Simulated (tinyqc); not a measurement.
# Inputs raised by 2 %, one at a time

Model: current of a Schottky diode by thermionic-emission-diffusion theory, and its read-back from I-V-T and C-V data. Computed by tinyqc, a small Python program. Command: `OMP_NUM_THREADS=1 python tinyqc.py 3000411 3000412 out.jsonl schottky sens`. One thread of a shared host (Intel(R) Xeon(R) Processor @ 2.30GHz), about 0.01 s of CPU time with the checks.

Full ionisation, no tunnelling, no recombination current. V is the voltage across the junction itself, forward positive.

Inputs (values chosen for the exercise, modelled on n-type silicon):
```
quantity                                     value           unit
Richardson constant A*                         109   A/(cm^2 K^2)
effective density of states at 300 K, N_c  2.7e+19         1/cm^3
permittivity eps                              11.7              -
mobility mu                                    940     cm^2/(V s)
barrier without image force phi_0 (mean)     0.745             eV
doping N                                   2.6e+16         1/cm^3
series resistance R_s                         0.74  milliohm cm^2
junction voltage V                            0.29              V
temperature T                                  423              K
standard deviation sigma                       110            meV
relative change of sigma^2 with bias, rho     0.22            1/V
```

Barrier: Gaussian spread of heights.

Constants: k_B = 8.617333262e-05 eV/K; e = 1.602176634e-19 C; eps_0 = 8.8541878128e-12 F/m.

Method:
- N_c(T) = N_c (T/300 K)^(3/2); V_bi = phi_0 - (k_B T/e) ln(N_c(T)/N); surface field F = sqrt(2 e N (V_bi - V - k_B T/e)/(eps eps_0)); image lowering d_phi = sqrt(e F/(4 pi eps eps_0)); effective barrier phi = phi_0 - d_phi - sigma^2 (1 - rho V)/(2 k_B T).
- Collection velocity v_R = A* T^2/(e N_c(T)); diffusion velocity v_D = mu F; J = e N_c(T) v_R/(1 + v_R/v_D) exp(-phi/k_B T) [exp(e V/k_B T) - 1].
- Terminal voltage V + J R_s.
- Ideality n = (e/k_B T)/(d ln J/dV) by a central difference of +/- 1 mV; J_0 = J exp(-e V/(n k_B T)); apparent barrier phi_IV = k_B T ln(A* T^2/J_0); a C-V plot gives phi_CV = phi_0, the mean without lowering.

Runs:
```
input moved                                       from         to  current density J (A/cm^2)  ideality factor n  apparent barrier phi_IV (eV)  image lowering (meV)
base run                                             -          -                        8518              1.088                        0.5486                 20.56
barrier without image force phi_0 (mean) (eV)    0.745     0.7599                        5760              1.084                        0.5639                 21.06
doping N (1/cm^3)                              2.6e+16  2.652e+16                        8556              1.088                        0.5484                 20.68
mobility mu (cm^2/(V s))                           940      958.8                        8531              1.088                        0.5486                 20.56
junction voltage V (V)                            0.29     0.2958                        9859              1.090                        0.5481                 20.35
temperature T (K)                                  423     431.46                        9395              1.090                        0.5516                 20.30
standard deviation sigma (meV)                     110      112.2                       10119              1.090                        0.5419                 20.56
permittivity eps                                  11.7     11.934                        8441              1.087                        0.5490                 20.25
```

Exponents ln(y'/y) / ln(x'/x):
```
input                                     current density J  ideality factor n  apparent barrier phi_IV  image lowering
barrier without image force phi_0 (mean)            -19.760             -0.204                    1.393           1.222
doping N                                              0.224             -0.006                   -0.012           0.312
mobility mu                                           0.076             -0.010                    0.000           0.000
junction voltage V                                    7.379              0.094                   -0.046          -0.510
temperature T                                         4.947              0.090                    0.275          -0.642
standard deviation sigma                              8.697              0.081                   -0.621           0.000
permittivity eps                                     -0.459             -0.024                    0.042          -0.750
```

Which inputs matter most for each result?

Among the inputs moved here: current density J answers most in size to barrier without image force phi_0 (mean) (exponent -19.760), next to standard deviation sigma (+8.697). Ideality factor n answers most in size to barrier without image force phi_0 (mean) (exponent -0.204), next to junction voltage V (+0.094). Apparent barrier phi_IV answers most in size to barrier without image force phi_0 (mean) (exponent +1.393), next to standard deviation sigma (-0.621); its exponent is below 0.0005 for mobility mu. Image lowering answers most in size to barrier without image force phi_0 (mean) (exponent +1.222), next to permittivity eps (-0.750); its exponent is below 0.0005 for mobility mu, standard deviation sigma.

Caution (all rows): the current comes from the far low tail of the Gaussian, where pinch-off of small patches makes the formula unreliable. Caution (all rows): the series resistance drops more than 1 V, so self-heating would matter at this junction voltage.
